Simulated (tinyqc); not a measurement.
Worked calculation: CCSD on RHF in the 3-21g basis, for H2, spin multiplicity 1. One step of it, computed by the program tinyqc.

Task: Iteration 8 (converged): orbitals. Diagonalise F' = X^T F X, C = X C', fill 1 alpha and 1 beta electrons from the bottom; D = 2 C_occ C_occ^T. Each column has its largest component positive (the first on a tie).

converged F (hartree), order 1H 1s, 1H 2s, 2H 1s, 2H 2s:
$$\begin{pmatrix}
0.175272 & -0.452177 & -0.455338 & -0.453376 \\
-0.452177 & -0.334424 & -0.453376 & -0.389738 \\
-0.455338 & -0.453376 & 0.175272 & -0.452177 \\
-0.453376 & -0.389738 & -0.452177 & -0.334424
\end{pmatrix}$$

X, order 1H 1s, 1H 2s, 2H 1s, 2H 2s:
$$\begin{pmatrix}
1.243107 & -0.481516 & -0.065080 & 0.037609 \\
-0.481516 & 1.708764 & 0.037609 & -0.738137 \\
-0.065080 & 0.037609 & 1.243107 & -0.481516 \\
0.037609 & -0.738137 & -0.481516 & 1.708764
\end{pmatrix}$$

Give: F' = X^T F X; orbital energies; coefficients C; D after iteration 8.

Result:

F' = X^T F X (hartree):
$$\begin{pmatrix}
0.754 & -0.625 & -0.338 & -0.131 \\
-0.625 & 0.270 & -0.131 & -0.228 \\
-0.338 & -0.131 & 0.754 & -0.625 \\
-0.131 & -0.228 & -0.625 & 0.270
\end{pmatrix}$$

orbital energies (hartree): MO1 -0.549, MO2 0.218, MO3 1.007, MO4 1.372

coefficients C, order 1H 1s, 1H 2s, 2H 1s, 2H 2s:
$$\begin{pmatrix}
0.267 & 0.136 & 0.849 & -0.986 \\
0.347 & 1.325 & -0.670 & 1.171 \\
0.267 & -0.136 & 0.849 & 0.986 \\
0.347 & -1.325 & -0.670 & -1.171
\end{pmatrix}$$

D after iteration 8, order 1H 1s, 1H 2s, 2H 1s, 2H 2s:
$$\begin{pmatrix}
0.142 & 0.185 & 0.142 & 0.185 \\
0.185 & 0.241 & 0.185 & 0.241 \\
0.142 & 0.185 & 0.142 & 0.185 \\
0.185 & 0.241 & 0.185 & 0.241
\end{pmatrix}$$
